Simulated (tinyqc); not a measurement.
Inside a calculation. Method: Pariser-Parr-Pople SCF with singles CI, for the molecule [CH2+]c1ccc(N)c(F)c1 (SMILES; centres numbered as the heavy atoms are written). One step of it, computed by the program tinyqc.

Problem. Singles CI, singlets. Over the 9 single excitations with the smallest orbital gaps: A = (e_a - e_i) delta + 2 (ia|jb) - (ij|ab), with (pq|rs) = sum c_mp c_mq gamma_mn c_nr c_ns. f = 2/3 w |mu|^2 in atomic units, mu = sqrt2 sum c_ia sum_m c_mi c_ma R_m.

orbital energies (eV): -22.775178  -20.109880  -18.450453  -16.096027  -14.790062  -7.678590  -4.449954  -4.011990  -1.362963

coefficients:
```
         MO1        MO2        MO3        MO4        MO5        MO6        MO7        MO8
1C  0.021958   0.180267   0.367197  -0.037010   0.375919   0.656677   0.041317  -0.456770
2C  0.060239   0.359132   0.572100  -0.044155   0.302189  -0.101910  -0.036224   0.501804
3C  0.038000   0.322836   0.242398   0.489762  -0.089656  -0.377665  -0.499599  -0.185077
4C  0.063650   0.372850  -0.060447   0.534150  -0.336758   0.093440   0.512414  -0.215439
5C  0.157074   0.498443  -0.408075  -0.019106  -0.090887   0.384484  -0.062724   0.521519
6N  0.071075   0.353441  -0.490474  -0.097524   0.633587  -0.343616   0.036078  -0.280939
7C  0.325764   0.243760  -0.035819  -0.438961  -0.412304   0.097814  -0.463487  -0.308287
8F  0.915857  -0.303265   0.033300   0.179981   0.140828  -0.024336   0.089895   0.056167
9C  0.125513   0.265579   0.256858  -0.486356  -0.215412  -0.361896   0.506632  -0.098907

          MO9
1C  -0.218935
2C   0.428165
3C  -0.401481
4C   0.369922
5C  -0.357753
6N   0.142194
7C   0.388672
8F  -0.063825
9C  -0.409104
```

repulsion gamma_rs (eV):
```
           1C         2C         3C         4C         5C         6N         7C         8F
1C  11.130000   7.554351   5.239893   3.669876   3.276914   2.528722   3.670277   2.920925
2C   7.554351  11.130000   7.554252   5.238667   4.668924   3.329261   5.239290   3.780965
3C   5.239893   7.554252  11.130000   7.551517   5.239290   3.744385   4.668262   3.354599
4C   3.669876   5.238667   7.551517  11.130000   7.555640   5.464825   5.239574   3.781297
5C   3.276914   4.668924   5.239290   7.555640  11.130000   8.278566   7.554252   5.578111
6N   2.528722   3.329261   3.744385   5.464825   8.278566  16.800000   5.464118   4.965838
7C   3.670277   5.239290   4.668262   5.239574   7.554252   5.464118  11.130000   8.692821
8F   2.920925   3.780965   3.354599   3.781297   5.578111   4.965838   8.692821  21.400000
9C   5.239290   7.553649   5.239191   4.668433   5.239893   3.744892   7.554351   5.578230

           9C
1C   5.239290
2C   7.553649
3C   5.239191
4C   4.668433
5C   5.239893
6N   3.744892
7C   7.554351
8F   5.578230
9C  11.130000
```

Centres (angstrom, eV; a flat drawing with bonds scaled to 1.40 angstrom):
```
centre          x          y  core charge z          W   gamma_rr
1C       2.939000  -0.411000              1  11.160000  11.130000
2C       1.576000  -0.092000              1  11.160000  11.130000
3C       1.171000   1.248000              1  11.160000  11.130000
4C      -0.193000   1.567000              1  11.160000  11.130000
5C      -1.150000   0.546000              1  11.160000  11.130000
6N      -2.514000   0.865000              2  25.600000  16.800000
7C      -0.745000  -0.794000              1  11.160000  11.130000
8F      -1.703000  -1.815000              2  39.000000  21.400000
9C       0.618000  -1.113000              1  11.160000  11.130000
```

Give: singlet CI matrix; singlet excitation energies; oscillator strengths.

Solution.

singlet CI matrix (eV):
```
         5>6      4>6      5>7      3>6      5>8      4>7      4>8      2>6
5>6   4.1903  -0.1813  -0.0434  -0.3402  -0.0953  -0.6476  -0.0387   0.0708
4>6  -0.1813   3.5569   0.3983   0.0908   0.0521   0.0259  -0.0752  -0.0793
5>7  -0.0434   0.3983   5.4120  -0.0109  -0.0718   0.0366   0.3019   0.0320
3>6  -0.3402   0.0908  -0.0109   6.2662  -0.1345  -0.1956  -0.0292  -0.4226
5>8  -0.0953   0.0521  -0.0718  -0.1345   6.2897  -0.3821  -0.0765   0.0409
4>7  -0.6476   0.0259   0.0366  -0.1956  -0.3821   6.6201   0.0167   0.0631
4>8  -0.0387  -0.0752   0.3019  -0.0292  -0.0765   0.0167   6.9109   0.0244
2>6   0.0708  -0.0793   0.0320  -0.4226   0.0409   0.0631   0.0244   7.6374
5>9   0.0165   0.0080   0.0093  -0.0354   0.3712   0.1242  -0.0301  -0.1208

         5>9
5>6   0.0165
4>6   0.0080
5>7   0.0093
3>6  -0.0354
5>8   0.3712
4>7   0.1242
4>8  -0.0301
2>6  -0.1208
5>9   8.3759
```

singlet excitation energies (eV): 3.4248  3.9782  5.4391  6.0055  6.2500  6.9013  7.0351  7.7669  8.4584

oscillator strengths: 0.0703  1.0298  0.0787  0.1643  0.0408  0.6824  0.8554  0.0100  0.0067
